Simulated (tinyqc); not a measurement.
One-sided p+-n junction, ionisation integral and breakdown: two steps of the calculation.

A p+ layer at x < 0 and an n drift layer from x = 0. Depletion approximation, built-in voltage neglected. Local ionisation coefficients alpha_n = an exp(-(bn/E)^mx), alpha_p = ap exp(-(bp/E)^mx). Electrons move towards +x, holes towards x = 0.

Parameters, values chosen for the exercise; material values close to those of silicon: relative permittivity eps_r = 11.9; prefactor of the electron ionisation coefficient an = 7.37e5 1/cm; field constant for electrons bn = 1.18e6 V/cm; prefactor of the hole ionisation coefficient ap = 1.6e6 1/cm; field constant for holes bp = 2.03e6 V/cm; exponent mx = 1; donor density of the drift layer N = 1.6e16 cm^-3; reverse voltage V = 32.1 V; share of the depleted width that the grid covers fr = 0.4.

Constants: q = 1.602176634e-19 C, eps0 = 8.8541878128e-14 F/cm where lengths are in cm. Results are converted to the units shown.

Problem 1. Field and ionisation coefficients on a grid. W = sqrt(2 eps0 eps_r V/(q N)), peak field E0 = q N W/(eps0 eps_r), falling linearly to 0 at W. Grid: 11 equal steps from 0 to fr W.

Wanted: W; x; E; alpha_n; alpha_p.

Solution 1.

W = 1.6244 um

```
point   x (um)  E (kV/cm)  alpha_n (1/cm)  alpha_p (1/cm)
0      0.00000     395.22           37221          9405.8
1      0.05907     380.84           33255          7748.5
2      0.11814     366.47           29450          6286.9
3      0.17721     352.10           25823          5014.7
4      0.23628     337.73           22391          3923.7
5      0.29535     323.36           19171          3003.9
6      0.35442     308.99           16178          2243.2
7      0.41349     294.62           13428          1628.1
8      0.47256     280.24           10935          1143.5
9      0.53163     265.87          8709.2          773.00
10     0.59070     251.50          6758.2          499.69
11     0.64977     237.13          5085.6          306.37
```

Problem 2. Ionisation integrals by the trapezoid rule. G(x) = integral from 0 to x of (alpha_n - alpha_p); I_n = integral of alpha_n exp(-G) (electrons injected at x = 0), I_p = integral of alpha_p exp(G(end) - G) (holes injected at the far edge); M = 1/(1 - I). All integrals by the trapezoid rule on the grid.

```
point      x (um)  alpha_n (1/cm)  alpha_p (1/cm)
0      0.00000000       37221.298       9405.8439
1      0.05907007       33255.260       7748.5345
2      0.11814014       29450.417       6286.9378
3      0.17721021       25823.486       5014.7364
4      0.23628028       22391.373       3923.7413
5      0.29535034       19170.847       3003.8740
6      0.35442041       16178.135       2243.2136
7      0.41349048       13428.395       1628.1250
8      0.47256055       10935.078       1143.4829
9      0.53163062       8709.1583       773.00366
10     0.59070069       6758.2433       499.68850
11     0.64977076       5085.5845       306.37239
```

Find: G; alpha_n exp(-G); I_n; I_p; M_n; M_p.

Solution 2.

```
point       G  alpha_n exp(-G) (1e4 1/cm)
0      0.0000                      3.7221
1      0.1575                      2.8410
2      0.3012                      2.1790
3      0.4311                      1.6780
4      0.5471                      1.2956
5      0.6494                      1.0014
6      0.7383                      0.7732
7      0.8143                      0.5948
8      0.8781                      0.4544
9      0.9304                      0.3435
10     0.9724                      0.2556
11     1.0050                      0.1862
```

I_n = 0.78980
I_p = 0.41779
M_n = 4.7575
M_p = 1.7176

Numbers from tinyqc (`OMP_NUM_THREADS=1 python tinyqc.py 2120027 2120028 out.jsonl`; about 0.03 s on one thread of a shared Intel Xeon 2.30GHz).
